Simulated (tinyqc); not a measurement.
Worked calculation: deep level as a short-range spherical well. Values are carried at full precision from step to step, so a last printed digit may differ when a step is redone from the rounded ones.

A spherical well of radius R and depth V0 below the conduction edge, one mass m, c = hbar^2/2m0. The s level at binding Et solves k cot(k R) = -kappa with k = sqrt(m (V0 - Et)/c), kappa = sqrt(m Et/c); it exists for V0 > Vc = c (pi/2R)^2/m. Outside, psi falls as exp(-kappa r)/r.

Constants: hbar^2/2m0 = 3.80998211 eV angstrom^2; fine-structure constant alpha = 0.007297352564; hc = 1239.841984 eV nm; kB = 8.617333262e-05 eV/K; hbar = 6.58211957e-16 eV s.

Values chosen for the exercise (near those of Si; the results hold for these values, not for the real material): R = 4.3 angstrom (radius of the well); V0 = 3.27 eV (depth of the well); m = 0.274 m0 (mass); n_r = 3.41 (refractive index); gv = 6 (valleys); sn = 16 x 1e-16 cm^2 (capture cross-section); T = 350 K (temperature).

## The bound level

Solve for Et; the share outside is [sin^2(kR)/(2 kappa)]/[sin^2(kR)/(2 kappa) + R/2 - sin(2kR)/(4k)].

Et = 0.4318 eV
k = 0.4518 1/angstrom
kappa = 0.1762 1/angstrom
share outside = 0.494
Vc = 1.856 eV

The well is 1.76 times the critical depth. Since dEt/dV0 equals the share inside, 0.51, a 1 % change of V0 moves Et by 3.8 %. The decay length is 5.7 angstrom, 1.3 times R.

## Peak of the photo-ionisation cross-section

Lucovsky model (delta well, plane-wave final states, no local-field factor): sigma = (32 pi alpha c/(3 n_r m Et)) (x - 1)^(3/2)/x^3, x = h nu/Et, c = hbar^2/2m0; 1 angstrom^2 = 1e-16 cm^2.

The maximum lies at x = 2. Give the photon energy, its wavelength and sigma there.

h nu = 0.864 eV
wavelength = 1436 nm
sigma = 28.9 x 1e-18 cm^2

With 49 % of the state outside the well the delta-well form is only a rough model of this centre.

## Thermal emission

Thermal emission e = sn v Nc exp(-Et/kB T), v = sqrt(6 c kB T/m)/hbar, Nc = 2 gv (m kB T/(4 pi c))^(3/2), c = hbar^2/2m0, one mass for both, degeneracy ratio 1; 1 angstrom = 1e-8 cm.

Give v, Nc, e and 1/e.

v = 2.410 x 1e7 cm/s
Nc = 27.21 x 1e18/cm^3
e = 6.36e+05 1/s
1/e = 1.57e-06 s

## Checks

- Et from the radial equation on a grid against the matching condition, eV: both 0.43.

tinyqc: `OMP_NUM_THREADS=1 python tinyqc.py 1280095 1280096 out.jsonl`; about 0.01 s, one thread, shared Intel(R) Xeon(R) Processor @ 2.30GHz.
